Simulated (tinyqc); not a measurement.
What moves the results: quantum-confined Stark effect in a modulator well. A value that a table varies takes the place of the one given here.

Envelopes on cells of 0.5 angstrom over the well |z| < L/2 and 45 angstrom of barrier on each side, psi = 0 beyond, psi'/m continuous (mean mass between points), c = hbar^2/2m0. The electron sees + e F z and the hole - e F z, each with its offset in the barriers; 1 kV/cm = 1e-5 eV/angstrom. Light holes, band mixing and escape by tunnelling are left out.

Exciton: in-plane function exp(-rho/lam), 1/mu = 1/me + 1/mp, E(lam) = c/(mu lam^2) - (q/eps) times the integral over k of Fm(k)(1 + (k lam/2)^2)^(-3/2), Fm(k) the double integral of psi_e^2 psi_h^2 exp(-k |z - z'|), q = e^2/(4 pi eps0); binding Eb = -E at the minimum. Line at Eg + E_e + E_h - Eb, strength proportional to overlap^2/lam^2.

Constants: hbar^2/2m0 = 3.80998211 eV angstrom^2; e^2/(4 pi eps0) = 14.39964547 eV angstrom; hc = 1239.841984 eV nm.

Values chosen for the exercise (near those of a Ge well in SiGe, direct gap; the results hold for these values, not for the real material): L = 98 angstrom (well width); Vc = 0.385 eV (conduction offset); Vv = 0.111 eV (heavy-hole offset); me = 0.0433 m0 (electron, well); meb = 0.0561 m0 (electron, barrier); mh = 0.214 m0 (heavy hole along z, well); mhb = 0.219 m0 (heavy hole, barrier); Eg = 0.848 eV (gap of the well); mp = 0.073 m0 (heavy hole in the plane); eps = 15.5 (dielectric constant); Fs = (0, 14, 29, 43, 59, 76, 95) kV/cm (fields); Ls = (50, 66, 84, 104, 126, 150, 170) angstrom (widths); F_L = 43 kV/cm (field for this table); F = 43 kV/cm (field).

## Raising the field

All quantities anew; shifts from zero field.

Results:
```
F (kV/cm)  dE_e (meV)  dE_h (meV)  Eb (meV)  line shift (meV)  overlap^2  relative strength
0                0.00        0.00      4.15              0.00      0.997              1.000
14              -0.08       -0.31      4.14             -0.38      0.984              0.981
29              -0.35       -1.31      4.10             -1.60      0.941              0.925
43              -0.76       -2.82      4.05             -3.47      0.882              0.848
59              -1.43       -5.15      3.97             -6.41      0.801              0.747
76              -2.36       -8.26      3.89            -10.37      0.709              0.638
95              -3.68      -12.38      3.79            -15.71      0.609              0.524
```

How do the results move?

The line shift grows with exponent 1.99 in F at low field and 1.86 at the end, still close to the quadratic law. The hole gives 79 % of the level shift in the second row and 77 % in the last. The largest shift is 3.8 times the zero-field binding, yet 91 % of the binding survives, since the walls stop the field from pulling the pair apart. The strength keeps 52 %.

## Width of the well

Zero-field line, its shift at F_L and the relative strength.

Results:
```
L (angstrom)  line at F = 0 (nm)  Eb (meV)  shift (meV)  relative strength  shift x strength (meV)
50                        1248.8      4.56        -0.75              0.983                    0.74
66                        1305.9      4.42        -1.29              0.964                    1.24
84                        1347.9      4.26        -2.30              0.915                    2.11
104                       1378.4      4.10        -4.09              0.811                    3.32
126                       1400.4      3.94        -6.96              0.637                    4.44
150                       1416.3      3.78       -11.18              0.423                    4.73
170                       1425.6      3.66       -15.50              0.269                    4.17
```

What can be read from the table?

The shift grows with exponent 1.93 in L over the first two rows and 2.61 over the last two, against 4 for hard walls at second order; leakage lowers it in narrow wells and saturation in wide ones. The strength falls from 0.98 to 0.27, and the product of the two is largest at 150 angstrom.

## What each parameter does

Zero-field line, shift at F, overlap^2 and Eb at F. Each row changes one parameter from the base and keeps the others.

Results:
```
case             line (nm)  shift (meV)  overlap^2  Eb (meV)
base                1370.6        -3.47      0.882      4.05
L = 88 angstrom     1355.1        -2.60      0.921      4.16
F = 34 kV/cm        1370.6        -2.19      0.922      4.08
Vc = 0.308 eV       1374.9        -3.58      0.876      4.02
Vv = 0.139 eV       1369.8        -3.20      0.893      4.07
me = 0.0498 m0      1376.3        -3.48      0.879      4.32
mh = 0.182 m0       1368.9        -3.40      0.892      4.04
eps = 14            1371.8        -3.45      0.882      4.82
```

What can be read from the table?

The largest shifts from the base row, up to three for each result and ties (the steps differ in size, so this ranks the rows, not the parameters). line (nm): L -15.4, me +5.7, Vc +4.3; unchanged at the printed digits by F. shift (meV): F +1.28, L +0.87, Vv +0.27. overlap^2: F +0.040, L +0.039, Vv +0.011; unchanged at the printed digits by eps. Eb (meV): eps +0.77, me +0.27, L +0.12.

(tinyqc, `OMP_NUM_THREADS=1 python tinyqc.py 1250611 1250612 out.jsonl`, Intel(R) Xeon(R) Processor @ 2.30GHz, 1 thread, shared host, about 0.1 s.)
